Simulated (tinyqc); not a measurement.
## Thin film between two gates, subbands and threshold shift from confinement: confinement against the film thickness

Undoped body with a flat potential across it, hard walls, transport along x. Three valley pairs (g = 2 each) with the longitudinal mass along x, y or z. Non-parabolicity enters the subband edges through E (1 + al E) = gamma, so E = 2 gamma/(1 + sqrt(1 + 4 al gamma)); motion within a subband is taken as parabolic with the band-edge mass. Energies are counted from the bulk band edge.

gamma = C (pi k/(t + dl))^2/mz, C = hbar^2/(2 m0). Each subband has N_k = g sqrt(mx my) m0 kB T/(pi hbar^2); without degeneracy n = exp(EF/Vt) sum N_k exp(-E_k/Vt). Classical value Nc times t, Nc = sum over valleys of 2 g (m m0 kB T/(2 pi hbar^2))^1.5 with m = (mx my mz)^(1/3). Threshold shift dVT = Vt ln(classical value/sum N_k exp(-E_k/Vt)). With degeneracy n = sum N_k F((EF - E_k)/Vt), F(x) = ln(1 + exp(x)); gate: Vg = EF + q n/(Cg P), P = 2 (both faces), summed over the 60 lowest subbands at most, with Vg counted from the value that would put EF at the bulk band edge of an empty body. The last two columns are for Vg = 0.7 V; sensitivity d(dVT)/dt by central differences between 0.99 and 1.01 times the value.

Values chosen for this exercise; masses close to those of silicon:
```
symbol  value     unit                                                meaning
T         300        K                                            temperature
ml      0.931       m0                                      longitudinal mass
mt      0.191       m0                                        transverse mass
al          0     1/eV                                       non-parabolicity
dl        0.2       nm  widening of the box by penetration into the insulator
Cg        2.9  uF/cm^2                 gate capacitance per area of interface
```

Constants: q = 1.602176634e-19 C, kB = 1.380649e-23 J/K, hbar = 1.054571817e-34 J s, m0 = 9.1093837015e-31 kg, Vt = kB T/q, hbar^2/(2 m0) = 0.0380998212 eV nm^2. Results are converted to the units shown.

Confinement against the film thickness:
```
t (nm)	E_1 (meV)	gap to the next edge (meV)	dVT (mV)	sensitivity (mV/nm)	n/P (cm^-2)	share of the lowest subband (%)
2	83.45	250.4	91.12	-62.97	9.103e12	99.86
2.7	48.03	144.1	63.27	-24.35	9.803e12	90.11
3.6	27.97	83.91	48.23	-12.56	1.069e13	61.63
4.7	16.82	50.47	36.05	-9.802	1.135e13	41.48
6.3	9.560	28.68	23.78	-5.622	1.184e13	28.44
8.4	5.461	16.38	15.71	-2.564	1.216e13	20.68
11	3.220	9.660	11.05	-1.253	1.241e13	15.46
15	1.748	5.245	7.612	-0.5901	1.265e13	11.06
20	0.9899	2.970	5.489	-0.3058	1.285e13	8.144
```

Read the table: what changes, and by how much?

As t grows from 2 to 20 nm, E_1 falls from 83.5 to 0.990 meV and dVT falls from 91.1 to 5.49 mV. E_1 goes as t^(-1.84) at the thin end (-2 for a parabolic band without penetration); a thickness error of 0.2 nm moves the threshold by 13 mV in the first row and 0.061 mV in the last. The charge per interface area rises from 9.10e12 to 1.28e13 cm^-2. For t = 2, 2.7 the body is too thin for bulk effective masses to be reliable. In every row the charge in the last two columns would bend the potential across the body noticeably, which is left out.

Program tinyqc, `OMP_NUM_THREADS=1 python tinyqc.py 2350017 2350018 out.jsonl`; Intel Xeon 2.30GHz, shared host, one thread, about 0.06 s.
